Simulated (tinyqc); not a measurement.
## Dose and depth of a threshold implant

Question. A sheet of D acceptors per cm^2 lies at depth xi inside the depleted layer of a body doped Na. In the depletion approximation VT = Vfb + f2 + q D/Cox + gamma sqrt(f2 + Vsb - q D xi/(eps0 eps_r)), gamma = sqrt(2 eps0 eps_r q Na)/Cox, Cox = eps0 eox/tox. Find gamma, D and xi.

Parameters, values chosen for the exercise; band and dielectric values close to those of silicon: relative permittivity eps_r = 11.9; acceptor density deep in the body Na = 6.9e17 cm^-3; relative permittivity of the gate insulator (close to silicon dioxide) eox = 3.9; insulator thickness tox = 1.8 nm; flat-band voltage Vfb = -0.95 V; band bending 2 phiF at threshold f2 = 0.93 V.

Constants: q = 1.602176634e-19 C, eps0 = 8.8541878128e-14 F/cm where lengths are in cm. Results are converted to the units shown.

VT against the source at Vsb = 0 and 3 V (V): [0.23849765, 0.49722820]

Solution. With y^2 = f2 - q D xi/(eps0 eps_r) and d the difference of the thresholds over gamma, sqrt(y^2 + Vsb) - y = d gives y = (Vsb - d^2)/(2 d). The first threshold then gives D, and y^2 gives xi.

gamma = 0.252 V^0.5
D = 2.50e11 cm^-2
xi = 10.0 nm

Program tinyqc, `OMP_NUM_THREADS=1 python tinyqc.py 2080152 2080153 out.jsonl`; Intel Xeon 2.30GHz, shared host, one thread, about 0.4 s.
